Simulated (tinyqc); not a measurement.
Band offset of a heterojunction with an interface dipole (two-band chains, self-consistent charge), step by step. Values are carried at full precision from step to step, so a last printed digit may differ when a step is redone from the rounded ones.

Sites alternate A, C. Left: A at -G1/2, C at +G1/2, hopping -t1; right: A at D - G2/2, C at D + G2/2, hopping -t2; the bonds across the two interfaces of a ring (C left to A right, C right to A left) have -sqrt(t1 t2). D is the offset of the mid-gaps, so Ev(right) - Ev(left) = D - (G2 - G1)/2 and Ec(right) - Ec(left) = D + (G2 - G1)/2. The closing bond has its sign reversed (antiperiodic ring). Half the levels are filled with two electrons each. The charge moved is q = (electrons on the left) less one a site; the mean over the two interfaces, q/2, is taken as the charge that crosses each, and its dipole opposes the offset: D = D0 - u q/2.

Values chosen for the exercise (gaps near those of Si and HfO2; the chains and D0 are free models, so the offsets are not those of the real pair; not measured data):
- G1 = 1.15 eV (gap on the left)
- G2 = 5.53 eV (gap on the right)
- t1 = 2.17 eV (hopping on the left)
- t2 = 1.83 eV (hopping on the right)
- D0 = -0.65 eV (mid-gap of the right side above that of the left, without dipole)
- n = 2 (cells a side in the small ring)
- u = 8.1 eV (potential step per electron moved across)
- mx = 0.5 (mixing)

## The small ring at D = D0

Fill in H.

H (eV):
```
         AL1      CL1      AL2      CL2      AR1      CR1      AR2      CR2
AL1  -0.5750  -2.1700        0        0        0        0        0   1.9928
CL1  -2.1700   0.5750  -2.1700        0        0        0        0        0
AL2        0  -2.1700  -0.5750  -2.1700        0        0        0        0
CL2        0        0  -2.1700   0.5750  -1.9928        0        0        0
AR1        0        0        0  -1.9928  -3.4150  -1.8300        0        0
CR1        0        0        0        0  -1.8300   2.1150  -1.8300        0
AR2        0        0        0        0        0  -1.8300  -3.4150  -1.8300
CR2   1.9928        0        0        0        0        0  -1.8300   2.1150
```

## Levels and site charges

Diagonalise, fill the lower half with two electrons each, and sum the electrons on the left (L) less one a site.

levels (eV): -5.0839  -4.4188  -3.2297  -1.6663  1.4336  2.5486  3.6391  4.1775

electrons on the sites: AL1 1.3549, CL1 0.6745, AL2 1.2922, CL2 0.5960, AR1 1.7211, CR1 0.2583, AR2 1.7559, CR2 0.3471

q = -0.0824 electrons

Electrons move to the right, the side whose mid-gap lies lower.

## Self-consistent offset

From here on the ring has 24 cells a side.

Start at D = D0; D(out) = D0 - u q(D)/2; D(new) = D + mx (D(out) - D); stop when |D(out) - D| < 1e-7 eV.

Iterations:
```
i     D (eV)         q  D(out) (eV)  D(out) - D
0   -0.65000  -0.09073     -0.28254       0.367
1   -0.46627  -0.06445     -0.38900      0.0773
2   -0.42763  -0.05901     -0.41102      0.0166
3   -0.41933  -0.05784     -0.41574     0.00358
4   -0.41754  -0.05759     -0.41676    0.000774
5   -0.41715  -0.05754     -0.41698    0.000167
6   -0.41707  -0.05752     -0.41703    3.61e-05
7   -0.41705  -0.05752     -0.41704    7.80e-06
8   -0.41704  -0.05752     -0.41704    1.69e-06
9   -0.41704  -0.05752     -0.41704    3.64e-07
10  -0.41704  -0.05752     -0.41704    7.87e-08
```

D = -0.4170 eV

Converged at i = 10: the dipole removes 36 % of the starting offset.

## Linear response

chi = (q(+h) - q(-h))/(2h) at D = 0 with h = 0.01 eV; S = 1/(1 + u chi/2); linear estimate D = S D0.

chi = 0.13677 1/eV
S = 0.6435
linear estimate of D = -0.4183 eV

The self-consistent value is -0.4170 eV, +1.3 meV from the estimate. At D = 0 no net charge crosses: the mid-gaps are the neutrality levels of these symmetric chains.

## The line-up

Ev(right) - Ev(left) = D - (G2 - G1)/2 and Ec(right) - Ec(left) = D + (G2 - G1)/2, for D0, for the self-consistent D and for D = 0. Type I: the offsets have opposite signs; type III: one valence edge lies above the other conduction edge; else type II.

Offsets (eV):
```
case                            D  valence  conduction                 type
no dipole                  -0.650   -2.840       1.540  type I (straddling)
self-consistent            -0.417   -2.607       1.773  type I (straddling)
neutrality levels aligned   0.000   -2.190       2.190  type I (straddling)
```

The dipole shifts both offsets alike and leaves the type.

## Checks

- q at D = 0 against zero, as particle-hole symmetry demands: both 0.000000.
- q at the self-consistent D on 24 against 48 cells a side: both -0.0575.

Program tinyqc; command `OMP_NUM_THREADS=1 python tinyqc.py 1452780 1452781 out.jsonl`; about 0.3 s on one thread of a shared Intel(R) Xeon(R) Processor @ 2.30GHz.
